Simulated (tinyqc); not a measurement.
Three-phonon processes in a diatomic chain: dispersion, energy and momentum conservation, and decay channels of optical phonons: one step, computed by the program tinyqc.

Cell length a, two atoms, one spring constant. x = q a/pi runs from -1 to 1; A and O are the acoustic and optical branches. Matrix elements are not computed: only conservation laws and occupation factors are followed.

Problem. Band edges. omega^2 = k (1/m + 1/M) -/+ k sqrt((1/m + 1/M)^2 - 4 sin^2(pi x/2)/(m M)); nu = 15.6333042 THz x sqrt(omega^2) for eV/(angstrom^2 u). Acoustic top sqrt(2 k/M), optical bottom sqrt(2 k/m), optical top sqrt(2 k (1/m + 1/M)).

Inputs (values chosen for the exercise, for a model chain): light mass m = 14 u; heavy mass M = 46.1 u; spring constant k = 3 eV/angstrom^2.

Constants: nu for 1 eV/(angstrom^2 u) = 15.6333042 THz.

Give: acoustic top; optical bottom; optical top; optical top over twice the acoustic top; optical bottom over twice the acoustic top; optical width over acoustic top.

Solution.

acoustic top = 5.640 THz

optical bottom = 10.23 THz

optical top = 11.69 THz

optical top over twice the acoustic top = 1.036

optical bottom over twice the acoustic top = 0.9073

optical width over acoustic top = 0.2573

The zone-centre optical phonon lies above twice the acoustic top (M/m > 3), so its decay into two acoustic phonons is forbidden.
